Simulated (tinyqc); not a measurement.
Junction field-effect transistor with two gates, gradual channel with velocity saturation: one step of the calculation.

A uniformly doped n-type channel, depleted from both sides by p+ gates; at channel potential V the depleted share of a is u = sqrt((Vbi - Vg + V)/Vp), s at the source. Electrons drift with v = mu E/(1 + mu E/vsat). Abrupt depletion edge, no series resistance, source at 0.

Task. Built-in and pinch-off voltages. ni = sqrt(Nc Nv) exp(-Eg/(2 Vt)), Eg in volts; Vbi = Vt ln(Na Nd/ni^2); Vp = q Nd a^2/(2 eps0 eps_r); G0 = 2 q mu Nd a W/L; Z = mu Vp/(vsat L); s = sqrt((Vbi - Vg)/Vp). VT = Vbi - Vp.

Values chosen for this exercise; material values close to those of gallium arsenide:
```
symbol,value,unit,meaning
T,350,K,temperature
eps_r,12.9,,relative permittivity of the semiconductor
Nc,5.47e17,cm^-3,conduction-band density of states at T
Eg,1.4,eV,band gap
Nv,1.12e19,cm^-3,valence-band density of states at T
Nd,2.6e17,cm^-3,donor density of the channel
a,110,nm,half the channel thickness
mu,3300,cm^2/(V s),low-field mobility at this doping
vsat,9.7e6,cm/s,saturation velocity
L,0.5,um,gate length
W,200,um,gate width
Na,4.3e18,cm^-3,acceptor density of the gates
Vg,0,V,gate voltage
```

Constants: q = 1.602176634e-19 C, kB = 1.380649e-23 J/K, Vt = kB T/q, eps0 = 8.8541878128e-14 F/cm where lengths are in cm. Results are converted to the units shown.

Wanted: Vbi; Vp; VT; G0; Z; s.

Result.

Vbi = 1.3487 V
Vp = 2.2065 V
VT = -0.85779 V
G0 = 1209.7 mS
Z = 15.013
s = 0.78182

Z = 15.0: velocity saturation dominates.

Numbers from tinyqc (`OMP_NUM_THREADS=1 python tinyqc.py 2500037 2500038 out.jsonl`; about 0.06 s on one thread of a shared Intel Xeon 2.30GHz).
